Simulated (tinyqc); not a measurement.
Thinning the body: thin-body film or fin with hard walls, valleys of the Si type.

Six ellipsoidal valleys with their long axes along the cube axes, mass ml along the axis and mt across it. For a valley whose axis makes the angle theta with the surface normal, 1/m_z = cos^2(theta)/ml + sin^2(theta)/mt sets the confinement; in the plane the masses are m_1 = mt and m_2 = ml mt/m_z, and m_d = sqrt(m_1 m_2).

A film of thickness t between hard walls, flat band inside: E_n = c (n pi/t)^2/m_z above the bulk edge, c = hbar^2/2m0. Without degeneracy the sheet density is N2 exp((EF - Ec)/kB T) with N2 = sum_i g m_d/(2 pi c) kB T exp(-E_i/kB T) over n = 1 to 40 of each group; a classical film has t Nc with Nc = 2 g_all (m_dos kB T/(4 pi c))^(3/2), m_dos = (ml mt^2)^(1/3). The threshold shift is dVt = kB T ln(t Nc/N2).

Constants: hbar^2/2m0 = 3.80998211 eV angstrom^2; kB = 8.617333262e-05 eV/K.

Parameters, chosen for this exercise (near those of Si; shifted at random, so the results belong to these values and not to a real crystal):
```
symbol  value                           unit      meaning
ml      0.933                           m0        longitudinal mass
mt      0.194                           m0        transverse mass
face    111                                       face of the film or side wall of the fin
T       300                             K         temperature
g_all   6                                         number of valleys
ts      (15, 25, 35, 50, 80, 120, 200)  angstrom  thicknesses
Vox     1.78                            eV        barrier of an HfO2-like oxide
mox     0.23                            m0        mass in the oxide
```

Valleys (masses in m0):
```
valleys g  cos^2(theta)      m_z      m_1      m_2      m_d
6               0.33333  0.26360  0.19400  0.68667  0.36498
```

For each t: the lowest level E1, the share of its group, dVt, the sensitivity |dE1/dt| = 2 E1/t, and E1 for finite barriers from k t + 2 atan[(k/m_z)/(kappa/mox)] = pi with k = sqrt(m_z E/c), kappa = sqrt(mox (Vox - E)/c).

Results:
```
t (angstrom)  E1 (eV)  share of its group (%)  dVt (mV)  |dE1/dt| (meV/angstrom)  E1, finite barrier (meV)
15             0.6340                   100.0     589.5                    84.54                     337.7
25             0.2282                   100.0     197.0                    18.26                     154.1
35             0.1165                   100.0      93.9                     6.65                      87.5
50             0.0571                   100.0      43.7                     2.28                      46.6
80             0.0223                   100.0      19.2                     0.56                      19.6
120            0.0099                   100.0      11.1                     0.17                       9.1
200            0.0036                   100.0       6.1                     0.04                       3.4
```

dVt falls from 590 mV at 15 angstrom to 6.1 mV at 200. E1 exceeds kB T = 25.9 meV up to 50 angstrom of those listed. In the thinnest film dVt differs from E1/e by -44 mV, which comes from the count of states. The sensitivity goes as 1/t^3, so one angstrom of roughness moves E1 by 84.5 meV at the thin end and 0.04 meV at the thick end. Hard walls overestimate E1 by 88 % and 5 % at the two ends. Levels above about 0.2 eV already feel non-parabolicity.

tinyqc: `OMP_NUM_THREADS=1 python tinyqc.py 1282677 1282678 out.jsonl`; about 0.01 s, one thread, shared Intel(R) Xeon(R) Processor @ 2.30GHz.
